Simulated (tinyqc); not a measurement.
# Diffusion length from constant photovoltage

Problem. In a thick sample with a thin depletion layer the excess density at its edge goes as flux/(1/alpha + L), so the flux needed for a fixed surface photovoltage is proportional to 1/alpha + L. Find L.

photon flux for the same photovoltage at absorption coefficients 100 and 520 1/cm (relative units): [105.6, 24.830769]

Answer. The line of flux against 1/alpha meets zero at -L.

slope against 1/alpha = 1.00 1/um
L = 5.60 um

tinyqc, about 0.01 s, one thread, Intel Xeon 2.30GHz (shared host): `OMP_NUM_THREADS=1 python tinyqc.py 2430068 2430069 out.jsonl`
